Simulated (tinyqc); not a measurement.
MOS capacitor on a p-type substrate, surface potential from the exact charge relation: one step of the calculation.

Uniform p-type substrate, Boltzmann statistics, full ionisation, classical densities. psi is the surface potential against the body (positive when the bands bend down) and u = psi/Vt. Traps are spread evenly over the gap and neutral at flat band, so their charge is -q Dit psi; the minority quasi-Fermi level is shifted by Vb.

Question. Newton step for the surface potential. u = psi/Vt; F^2 = exp(-u) + u - 1 + r (exp(u) - u - 1); Qs = -sign(u) Q0 F; Cs = -dQs/dpsi = (Q0/Vt) |1 - exp(-u) + r (exp(u) - 1)|/(2 F). f = Vfb + psi + (q Dit psi - Qs)/Cox - Vg, f' = 1 + (Cs + q Dit)/Cox, psi(new) = psi - f/f'.

Parameters, values chosen for the exercise; band and dielectric values those of a made-up semiconductor:
```
symbol,value,unit,meaning
T,293,K,temperature
Dit,0,cm^-2 eV^-1,density of interface traps
Vg,3.16,V,gate voltage against the body
```

Constants: q = 1.602176634e-19 C, kB = 1.380649e-23 J/K, Vt = kB T/q. Results are converted to the units shown.

psi after iteration 1 = 2.6354280 V
Cox = 0.24934207 uF/cm^2
Vfb = 0.11728675 V
Q0 = 6.4580427 nC/cm^2
r = 1.0824167e-43

Find: u; F; Qs; Cs; f; f'; psi after iteration 2.

Answer.

u = 104.38
F = 18.311
Qs = -118.26 nC/cm^2
Cs = 1.6268 uF/cm^2
f = 0.066988 V
f' = 7.5244
psi after iteration 2 = 2.6265 V

Numbers from tinyqc (`OMP_NUM_THREADS=1 python tinyqc.py 2060123 2060124 out.jsonl`; about 0.01 s on one thread of a shared Intel Xeon 2.30GHz).
